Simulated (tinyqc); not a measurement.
# Undoped symmetric double-gate MOSFET, analytic potential model: two studies

An undoped body of thickness ts between two equal insulators and tied gates; long channel, electrons only, n = ni exp((psi - V)/Vt) with V the quasi-Fermi potential (0 at the source, Vd at the drain), constant mobility, no quantisation. Across the body psi(x) = V - 2 Vt ln[(ts/(2 beta)) sqrt(q ni/(2 eps0 eps_r Vt)) cos(2 beta x/ts)], x from the centre. Q is the electron charge per area of the whole body.

Values chosen for this exercise; material values those of a made-up semiconductor:
- T = 300 K (temperature)
- Eg = 1.23 eV (band gap)
- eps_r = 8.96 (relative permittivity of the semiconductor)
- Nc = 2.84e19 cm^-3 (conduction-band density of states at T)
- Nv = 2.84e19 cm^-3 (valence-band density of states at T)
- eox = 25.2 (relative permittivity of the gate insulator)
- tox = 13 nm (insulator thickness)
- ts = 20 nm (body thickness)
- dphi = 0.08 V (gate work function less that of the intrinsic body)
- mu = 310 cm^2/(V s) (channel mobility)
- L = 1 um (gate length)
- Vd = 1 V (drain voltage)

Constants: q = 1.602176634e-19 C, kB = 1.380649e-23 J/K, Vt = kB T/q, eps0 = 8.8541878128e-14 F/cm where lengths are in cm. Results are converted to the units shown.

Each table varies one quantity; the others keep the values above.

## Effect of the insulator thickness

ni = sqrt(Nc Nv) exp(-Eg/(2 Vt)), Eg in volts; r = eps_r tox/(eox ts); V0 = dphi + 2 Vt ln[(2/ts) sqrt(2 eps0 eps_r Vt/(q ni))]. beta (between 0 and pi/2) solves (Vg - V0 - V)/(2 Vt) = ln(beta) - ln(cos beta) + 2 r beta tan(beta). Q = 8 eps0 eps_r Vt beta tan(beta)/ts; I = mu (1/L)(4 eps0 eps_r/ts)(2 Vt)^2 [g(beta_s) - g(beta_d)] per width, g = beta tan(beta) - beta^2/2 + r beta^2 tan^2(beta), with beta_s at V = 0 and beta_d at V = Vd.  I(low) is taken at Vg = 0.32 V, Qs and I(high) at Vg = 1.07 V.

The same in every row: V0 (V) = 0.5733.

Results:
```
tox (nm)	I(low) (nA/um)	Qs(high) (nC/cm^2)	I(high) (uA/um)
4.3	0.03657	3190	201.6
6.2	0.03657	2329	152.7
9	0.03657	1687	114.5
13	0.03657	1225	85.91
19	0.03657	877.8	63.56
39	0.03657	464.2	35.46
```

Estimate the missing row, tox = 27 nm.

Computed row:
```
tox (nm)	I(low) (nA/um)	Qs(high) (nC/cm^2)	I(high) (uA/um)
27	0.03657	643.6	47.89
```

With this row back in the table: As tox goes from 4.3 to 39 nm, I(low) stays near 0.0366 nA/um and I(high) falls from 202 to 35.5 uA/um. On average I(low) is independent of tox and I(high) goes as tox^(-0.79). Below threshold no voltage drops over the insulator in this long-channel model, so its thickness does not matter there. In every row the surface density at the source at the higher gate voltage passes 0.3 Nc, where Boltzmann statistics fail.

## Transfer curve and volume inversion

Q = 8 eps0 eps_r Vt beta tan(beta)/ts; I = mu (1/L)(4 eps0 eps_r/ts)(2 Vt)^2 [g(beta_s) - g(beta_d)] per width, g = beta tan(beta) - beta^2/2 + r beta^2 tan^2(beta), with beta_s at V = 0 and beta_d at V = Vd. The drop is psi(surface) - psi(centre) at the source end; C = dQs/dVg, Cg = 2 eps0 eox/tox; gm = dI/dVg.

Transfer curve and volume inversion:
```
Vg (V)	Qs (nC/cm^2)	drop (mV)	C/Cg	I (uA/um)	gm/I (1/V)
0.27	6.5973e-4	2.0790e-4	7.4342e-6	5.2872e-6	38.682
0.42	0.21749	0.068505	0.0024405	0.0017466	38.600
0.57	36.502	10.700	0.24766	0.39136	28.914
0.72	276.86	55.668	0.63208	6.9152	12.411
0.87	648.84	90.466	0.78978	28.128	7.1509
1.02	1075.7	113.82	0.85975	68.084	4.8977
1.17	1528.7	130.75	0.89654	128.56	3.6861
1.32	1996.5	143.87	0.91863	210.48	2.9404
1.47	2473.4	154.52	0.93320	314.36	2.4377
```

The current rises from 5.29e-6 to 314 uA/um. In the first row gm/I is 38.7 1/V, within 0.01 % of 1/Vt: with no depletion charge the whole body follows the gate, and the swing is ideal. The drop between surface and centre goes from 2.1e-4 to 155 mV and passes Vt at Vg = 0.72 V among the rows; below that the density varies across the body by less than a factor of e (volume inversion). C reaches 0.93 of Cg in the last row. For Vg = 0.87 to 1.47 V the surface density at the source passes 0.3 Nc, where Boltzmann statistics fail.

Numbers from tinyqc (`OMP_NUM_THREADS=1 python tinyqc.py 2440133 2440134 out.jsonl`; about 0.03 s on one thread of a shared Intel Xeon 2.30GHz).
